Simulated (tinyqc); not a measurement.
# A tight-binding chain with uneven site energies, recursive Green functions: transmission against energy

The device has N = 6 slices of 1 site(s), nearest-neighbour hopping -t, and site energies U; the leads are semi-infinite continuations with site energy 0. V = <i+1|H|i> = -t 1.

Sigma = t^2 g(E), g(x) = (x - i sqrt(4 t^2 - x^2))/(2 t^2) for |x| < 2 t and (x - sign(x) sqrt(x^2 - 4 t^2))/(2 t^2) otherwise; Gamma = i (Sigma - Sigma^dagger); both leads give the same. Forward pass: g_1 = (E - H_1 - Sigma)^(-1), g_i = (E - H_i - V g_(i-1) V^dagger)^(-1), with Sigma also subtracted on the last slice; G_(i,1) = g_i V G_(i-1,1), starting from g_1. H_i is the block of slice i, its site energy. T(E) = Tr[Gamma G_(N,1) Gamma G_(N,1)^dagger].

Parameters, values chosen for the exercise: hopping (matrix element -t) t = 1 eV; site energies, slice by slice U = [-0.62, -0.7, 0.51, -0.24, -0.57, 0.28] eV.

Transmission against energy:
```
E (eV),open modes,T(E),T(E) per open mode
-1.9,1,0.3986,0.3986
-1.58,1,0.3086,0.3086
-1.27,1,0.4083,0.4083
-0.95,1,0.6390,0.6390
-0.63,1,0.8470,0.8470
-0.32,1,0.9430,0.9430
0,1,0.9868,0.9868
0.32,1,0.7409,0.7409
0.63,1,0.4131,0.4131
0.95,1,0.2585,0.2585
1.27,1,0.2513,0.2513
1.58,1,0.5475,0.5475
1.9,1,0.1957,0.1957
```

T(E) lies between 0.196 (E = 1.9 eV) and 0.987 (E = 0 eV) in these rows. The leads offer 1 open mode(s), of which the mean share 0.53 is transmitted.

Computed by the program tinyqc: `OMP_NUM_THREADS=1 python tinyqc.py 2660120 2660121 out.jsonl`, one thread of a shared Intel Xeon 2.30GHz, about 0.02 s for the whole run.
